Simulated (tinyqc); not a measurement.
# Carrier lifetime of an n-type layer with SRH, radiative, Auger and surface recombination, step by step

Computed by the program tinyqc: `OMP_NUM_THREADS=1 python tinyqc.py 2300067 2300068 out.jsonl`, one thread of a shared Intel Xeon 2.30GHz, about 0.01 s for the whole run. Printed values are rounded.

Uniform excess density dn = dp (no trapping), n = n0 + dn, p = p0 + dn, Boltzmann statistics, full ionisation. Surfaces enter as a rate 2 S dn/d, which holds while diffusion to them is fast.

Parameters, values chosen for the exercise; band and dielectric values close to those of silicon: temperature T = 400 K; band gap Eg = 1.11 eV; conduction-band density of states at T Nc = 4.26e19 cm^-3; valence-band density of states at T Nv = 4.16e19 cm^-3; radiative coefficient B = 4.63e-15 cm^3/s; donor density N = 9.6e14 cm^-3; Auger coefficient (two electrons) Cn = 3.7e-31 cm^6/s; Auger coefficient (two holes) Cp = 7e-32 cm^6/s; trap density Nt = 7.2e12 cm^-3; capture cross-section for electrons sn = 4e-17 cm^2; capture cross-section for holes sp = 3e-16 cm^2; thermal velocity (both carriers) vth = 1.8e7 cm/s; trap level below the conduction band Et = 0.85 eV; surface recombination velocity (both faces) S = 40 cm/s; sample thickness d = 400 um; generation rate G = 7.6e17 cm^-3 s^-1.

Constants: q = 1.602176634e-19 C, kB = 1.380649e-23 J/K, Vt = kB T/q. Results are converted to the units shown.

## Equilibrium densities and SRH constants

ni = sqrt(Nc Nv) exp(-Eg/(2 Vt)), Eg in volts; majority density N/2 + sqrt(N^2/4 + ni^2), n0 p0 = ni^2; n1 = Nc exp(-Et/Vt), p1 = Nv exp((Et - Eg)/Vt); tn0 = 1/(sn vth Nt), tp0 = 1/(sp vth Nt).

ni = 4.28114e12 cm^-3
n0 = 9.60019e14 cm^-3
p0 = 1.90914e10 cm^-3
n1 = 8.31536e8 cm^-3
p1 = 2.20413e16 cm^-3
tn0 = 1.92901e-4 s
tp0 = 2.57202e-5 s

## Starting value

dn = 7e15 cm^-3.

dn at the start = 7e15 cm^-3

## Iteration 1: new dn

With e = n p - ni^2 = dn (n0 + p0 + dn): U_SRH = e/(tp0 (n + n1) + tn0 (p + p1)), U_rad = B e, U_Aug = (Cn n + Cp p) e, U_s = 2 S dn/d. Substitution: tau = dn/U with U the sum, dn(new) = G tau.

U_SRH = 9.59562e18 cm^-3 s^-1
U_rad = 2.57985e17 cm^-3 s^-1
U_Aug = 1.91411e17 cm^-3 s^-1
U_s = 1.4e19 cm^-3 s^-1
tau = 2.91121e-4 s
dn after iteration 1 = 2.21252e14 cm^-3

## Iteration 2: new dn

As before.

U_SRH = 6.04325e16 cm^-3 s^-1
U_rad = 1.21011e15 cm^-3 s^-1
U_Aug = 1.18282e14 cm^-3 s^-1
U_s = 4.42503e17 cm^-3 s^-1
tau = 4.38761e-4 s
dn after iteration 2 = 3.33459e14 cm^-3

## Iteration 3: new dn

As before.

U_SRH = 9.91696e16 cm^-3 s^-1
U_rad = 1.99705e15 cm^-3 s^-1
U_Aug = 2.16496e14 cm^-3 s^-1
U_s = 6.66917e17 cm^-3 s^-1
tau = 4.34021e-4 s
dn after iteration 3 = 3.29856e14 cm^-3

## Course of the iteration

Stop when the step is below 1e-10 of the value, or after 40 iterations.

Course of the iteration:

| iteration | dn before the step (cm^-3) | step (cm^-3) |
|---|---|---|
| 1 | 7e15 | -6.78e15 |
| 2 | 2.21252e14 | 1.12e14 |
| 3 | 3.33459e14 | -3.60e12 |
| 4 | 3.29856e14 | 1.14e11 |
| 5 | 3.29970e14 | -3.60e9 |
| 6 | 3.29966e14 | 1.14e8 |
| 7 | 3.29966e14 | -3.60e6 |
| 8 | 3.29966e14 | 1.14e5 |
| 9 | 3.29966e14 | -3600 |

Converged in 9 iterations. At the solution d ln U/d ln dn = 1.03, so the logarithmic slope of the map is 1 - 1.03 = -0.03; its size is below 1, so substitution contracts.

## Lifetime, shares and quasi-Fermi splitting

converged dn = 3.29966e14 cm^-3

With e = n p - ni^2 = dn (n0 + p0 + dn): U_SRH = e/(tp0 (n + n1) + tn0 (p + p1)), U_rad = B e, U_Aug = (Cn n + Cp p) e, U_s = 2 S dn/d. tau = dn/U, shares of U, splitting Vt ln(n p/ni^2), radiative efficiency U_rad/U.

tau = 4.34166e-4 s
shares (%): SRH 12.8794, radiative 0.2593, Auger 0.0280, surface 86.8333
quasi-Fermi splitting = 0.346520 V

Surface recombination takes the largest share. dn is 0.34 times the doping: intermediate injection.
